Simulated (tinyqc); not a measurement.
From results back to parameters: buckled dimers of a reconstructed (001) surface, two dangling bonds a dimer. Three cases, with inputs chosen for the exercise.

Problem. With tp the pi coupling of the two dangling bonds, gm their shift per height and kf the force constant (elastic energy kf z^2), an isolated buckled dimer has gap 2 gm^2/kf, buckling z with (gm z)^2 + tp^2 = (gm^2/kf)^2, and charge gm z/(gm^2/kf) moved to the up atom. The values come from hidden parameters.

Case 1.

gap = 1.404237 eV
z = 0.272717 angstrom
charge moved = 0.897251 e

Case 2.

gap = 1.064490 eV
z = 0.209899 angstrom
charge moved = 0.918872 e

Case 3.

gap = 0.940900 eV
z = 0.221843 angstrom
charge moved = 0.914817 e

Find: tp; gm; kf.

Solution. With x half the gap and c the charge: tp = x sqrt(1 - c^2), gm = x c/z, kf = gm^2/x.

Case 1.

tp = 0.31 eV
gm = 2.31 eV/angstrom
kf = 7.6 eV/angstrom^2

Case 2.

tp = 0.21 eV
gm = 2.33 eV/angstrom
kf = 10.2 eV/angstrom^2

Case 3.

tp = 0.19 eV
gm = 1.94 eV/angstrom
kf = 8.0 eV/angstrom^2

Computed by tinyqc, one run a case: `OMP_NUM_THREADS=1 python tinyqc.py N N+1 out.jsonl` with N = 1480046, 1480194, 1480260; one thread of a shared Intel(R) Xeon(R) Processor @ 2.30GHz, about 0.06 s a run at most.
